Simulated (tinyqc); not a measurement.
Critical temperature from a phonon spectrum: McMillan, Allen-Dynes and the linearised Eliashberg equation. From T_c, Allen-Dynes back to coupling lambda_1. Computed by tinyqc, a small Python program. Command: `OMP_NUM_THREADS=1 python tinyqc.py 3008628 3008629 out.jsonl eliashberg inv`. One thread of a shared host (Intel(R) Xeon(R) Processor @ 2.30GHz), about 0.02 s of CPU time with the checks.

alpha^2 F(omega) = sum_i (lambda_i omega_i/2) delta(omega - omega_i), so that lambda = 2 int alpha^2 F/omega d omega = sum_i lambda_i.

Inputs (values chosen for the exercise, for a model metal): peak energy omega_1 = 22.9 meV; peak energy omega_2 = 54 meV; coupling lambda_2 = 0.234; Coulomb pseudopotential mu* = 0.1.

Peaks in alpha^2 F: two.

Constants: k_B = 8.617333262e-05 eV/K.

Method. omega_log = exp(sum lambda_i ln omega_i / lambda); omega_rms = sqrt(sum lambda_i omega_i^2 / lambda). McMillan form: k_B T_c = (omega_log/1.2) exp[-1.04 (1 + lambda)/(lambda - mu* (1 + 0.62 lambda))]. Allen-Dynes multiplies it by f1 f2: f1 = [1 + (lambda/L1)^(3/2)]^(1/3), L1 = 2.46 (1 + 3.8 mu*); f2 = 1 + (omega_rms/omega_log - 1) lambda^2/(lambda^2 + L2^2), L2 = 1.82 (1 + 6.3 mu*) omega_rms/omega_log.

Task: A run gave the result below. Find the coupling lambda_1, known to lie between 0.32 and 0.43.

T_c, Allen-Dynes = 8.122274 K

Result:

Each step takes the trial c = (a f_b - b f_a)/(f_b - f_a), f being the result less the target and a, b, c the logarithms of the listed values; c replaces end b, the old b replaces a if the sign of f changed, and otherwise f_a is halved.

Scan of the range:
```
coupling lambda_1  T_c, Allen-Dynes (K)
0.320                            6.9393
0.336                            7.5602
0.353                            8.2290
0.371                            8.9450
0.390                            9.7070
0.409                           10.4731
0.430                           11.3221
```

False position (Illinois rule, in the logarithm of the input) inside the bracket:
```
step     end a     end b     trial  T_c, Allen-Dynes (K)
1     0.336000  0.353000  0.350230               8.11950
2     0.353000  0.350230  0.350300               8.12226
3     0.353000  0.350300  0.350300               8.12229
4     0.350300  0.350300  0.350300               8.12227
```

T_c, Allen-Dynes rises at every point of a 13-point scan of the range (every second point is shown), so one value fits; it is bracketed by 0.336 and 0.353. Answer: coupling lambda_1 = 0.3503.
